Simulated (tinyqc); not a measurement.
Cyclotron masses against the field direction: averaged masses of warped heavy- and light-hole bands.

Four-band hole energies E = c k^2 f(u), c = hbar^2/2m0, f = g1 -/+ 2 sqrt(g2^2 + 3 (g3^2 - g2^2) s), s = ux^2 uy^2 + uy^2 uz^2 + uz^2 ux^2 for the unit vector u; minus for heavy, plus for light holes; the mass along u is 1/f.

Inputs chosen for the exercise (out of a larger set: near those of GaP; not measured data): g1 = 4.08 (Luttinger gamma1); g2 = 0.49 (gamma2); g3 = 1.24 (gamma3).

For the central orbit m_cyc is the mean of 1/f(u) over the directions u normal to B (360 points on the circle). B lies in the (1-10) plane at the angle from [001]; 54.7 degrees is [111], 90 is [110].

Masses (m0):
```
angle (degrees)   heavy   light
0.0              0.4245  0.1755
15.0             0.4446  0.1715
30.0             0.4902  0.1646
45.0             0.5263  0.1600
54.7             0.5327  0.1592
70.0             0.5237  0.1610
90.0             0.5119  0.1647
```

What does the comparison show, and why?

The heavy mass is smallest at 0 and largest at 54.7 degrees of the angles listed, a spread of 26 %; the light mass varies by 10.3 %. The orbit normal to [001] has s between 0 and 1/4, the orbit normal to [111] has s = 1/4 all round, which gives 1/(g1 - sqrt(g2^2 + 3 g3^2)) = 0.5327. This is the classical limit; low Landau levels of holes depart from it.

Computed by tinyqc, a small Python program: `OMP_NUM_THREADS=1 python tinyqc.py 1050661 1050662 out.jsonl` (the numbers bound the seed that draws the inputs); one thread of a shared host (Intel(R) Xeon(R) Processor @ 2.30GHz), about 0.03 s for the whole set of steps.
